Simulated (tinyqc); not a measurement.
Doping level: carrier statistics of a doped semiconductor with parabolic bands.

Eg(T) = Eg0 - al T^2/(T + be); m_de = Mv^(2/3) (ml mt^2)^(1/3); m_dh = (mhh^(3/2) + mlh^(3/2))^(2/3); Nc and Nv from N = 2 (m kB T/(4 pi c))^(3/2) with c = hbar^2/2m0, in 1/angstrom^3; times 1e24 for 1/cm^3.

Energies are counted from Ev, so Ec = Eg. n = Nc F_1/2((EF - Eg)/kT), p = Nv F_1/2(-EF/kT), ND+ = ND/(1 + 2 exp((EF - Eg + ED)/kT)), NA- = NA/(1 + 4 exp((EA - EF)/kT)); neutrality asks p + ND+ = n + NA-. F_j(eta) = (1/Gamma(j + 1)) integral_0^infinity x^j dx/(1 + exp(x - eta)), which tends to exp(eta) for eta << 0.

Constants: hbar^2/2m0 = 3.80998211 eV angstrom^2; kB = 8.617333262e-05 eV/K.

Inputs chosen for the exercise (near those of Si; not measured data):
```
symbol  value     unit  meaning
Eg0     1.167     eV    gap at 0 K
al      0.000477  eV/K  Varshni alpha
be      637       K     Varshni beta
ml      0.922     m0    longitudinal electron mass
mt      0.19      m0    transverse electron mass
Mv      6               equivalent valleys
mhh     0.542     m0    heavy-hole mass
mlh     0.154     m0    light-hole mass
ED      0.045     eV    donor level below Ec
EA      0.0453    eV    acceptor level above Ev
T       350       K
```

Only donors are present (NA = 0); eta is the distance of EF beyond the conduction edge in units of kT.

Neutral state:
```
ND (1/cm^3)  EF (eV)  majority (1/cm^3)  ionised share     eta
1.0e+14       0.7231           1.00e+14          1.000  -12.75
1.0e+15       0.7926           1.00e+15          1.000  -10.45
1.0e+16       0.8619           9.97e+15          0.997   -8.15
1.0e+17       0.9307           9.76e+16          0.976   -5.87
1.0e+18       0.9953           8.24e+17          0.824   -3.73
3.0e+18       1.0221           1.98e+18          0.659   -2.84
1.0e+19       1.0478           4.52e+18          0.452   -1.99
3.0e+19       1.0689           8.71e+18          0.290   -1.29
```

The impurity level lies at 1.0628 eV. The ionised share falls from 1.000 to 0.290 as EF passes through it between 1e+19 and 3e+19 1/cm^3 (share 1/3 there); it is below one half from 1e+19 1/cm^3 on. Over the last two rows the doping grows threefold and the majority density by a factor 1.93. EF comes within 3 kT of the majority band edge from 3e+18 1/cm^3 on. Above roughly 4e+18 1/cm^3 (N^(1/3) a = 0.26, with the radius a = sqrt(c/(m E)) from the ionisation energy E and the mass (ml mt^2)^(1/3)) the levels merge with the band and real ionisation is complete; sharp levels then overstate freeze-out.

Computed by tinyqc, a small Python program: `OMP_NUM_THREADS=1 python tinyqc.py 1650819 1650820 out.jsonl` (the numbers bound the seed that draws the inputs); one thread of a shared host (Intel(R) Xeon(R) Processor @ 2.30GHz), about 0.02 s for the whole set of steps.
